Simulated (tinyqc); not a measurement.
What moves the results: quasiparticle equation with a plasmon-pole self-energy for two band edges. A value that a table varies takes the place of the one given here.

For each edge E = e + X + Sc(E), with the correlation part Sc(E) = A[0]/(E - a + w) + A[1]/(E - b - w); a and b are the valence and conduction energies that enter the Green function (a = ev, b = ec in the one-shot scheme). Z = 1/(1 - dSc/dE), dSc/dE = -A[0]/(E - a + w)^2 - A[1]/(E - b - w)^2.

Parameters, chosen for this exercise (scales of the order of those of Ge; the results hold for these values, not for the real material):
```
symbol  value         unit  meaning
ev      0             eV    mean-field valence top
ec      0.1           eV    mean-field conduction edge
w       13.5          eV    pole energy
Av      (28.6, 10.7)  eV^2  weights of the valence state on the hole and electron poles
Ac      (13.7, 27.8)  eV^2  the same for the conduction state
Xv      -1.72         eV    exchange minus the mean-field potential, valence
Xc      1.37          eV    the same, conduction
```

## Schemes compared

Z = 1; linearised; exact one-shot; energies updated in G (a, b); updated in G and W, where w grows by half of the opening of the gap (a rule chosen for the exercise).

Results (eV):
```
scheme               Ev     Ec    gap  opening
mean field        0.000  0.100  0.100    0.000
Z = 1            -0.388  0.418  0.806    0.706
linearised       -0.320  0.359  0.679    0.579
one-shot, exact  -0.319  0.359  0.678    0.578
update G         -0.354  0.374  0.727    0.627
update G and W   -0.385  0.398  0.784    0.684
```

The openings run from 0.578 (one-shot, exact) to 0.706 eV (Z = 1). Linearising moves the gap by 1 meV, updating G +49 meV and updating W a further +56 meV: once Z is kept, the level of self-consistency matters more than linearising.

## The starting point

The mean-field gap is opened by d (ev lowered by d/2, ec raised by d/2) and X is changed by the opposite amounts, so that e + X stays; one-shot and G-updated gaps.

Gaps (eV):
```
d    start  one-shot  update G
0.0  0.100    0.6779    0.7272
0.2  0.300    0.6939    0.7272
0.4  0.500    0.7097    0.7272
0.6  0.700    0.7254    0.7272
0.9  1.000    0.7486    0.7272
1.2  1.300    0.7714    0.7272
1.6  1.700    0.8013    0.7272
```

The one-shot gap moves by a fraction 0.08 of any change of the starting gap, while the updated gap, 0.7272 eV, does not depend on it. The two agree where the start already equals the result, near d = 0.63 eV. A real change of starting point alters the orbitals and the screening too; this model holds both fixed.

## What each parameter does

Exact one-shot edges and Z of the valence state there. Each row changes one parameter from the base and keeps the others.

Results:
```
case                     Ev (eV)  Ec (eV)  gap (eV)       Z
base                     -0.3190   0.3590    0.6779  0.8198
w = 14.18 eV             -0.3778   0.4056    0.7834  0.8334
Xv = -1.82 eV            -0.4009   0.3590    0.7599  0.8188
Xc = 1.47 eV             -0.3190   0.4403    0.7592  0.8198
ec = 0.2 eV              -0.3145   0.4532    0.7677  0.8204
Av = (30.03, 10.7) eV^2  -0.2306   0.3590    0.5895  0.8153
Ac = (13.7, 29.19) eV^2  -0.3190   0.2741    0.5931  0.8198
```

The largest shifts from the base row, up to three for each result and ties (the steps differ in size, so this ranks the rows, not the parameters). Ev (eV): Av +0.0884, Xv -0.0819, w -0.0589; unchanged at the printed digits by Xc and Ac. Ec (eV): ec +0.0942, Ac -0.0849, Xc +0.0813; unchanged at the printed digits by Xv and Av. gap (eV): w +0.1055, ec +0.0897, Av -0.0884. Z: w +0.0136, Av -0.0044, Xv -0.0010; unchanged at the printed digits by Xc and Ac.

Run: tinyqc, `OMP_NUM_THREADS=1 python tinyqc.py 1850372 1850373 out.jsonl`; Intel(R) Xeon(R) Processor @ 2.30GHz, one thread, shared host; about 0.02 s of CPU time with all checks.
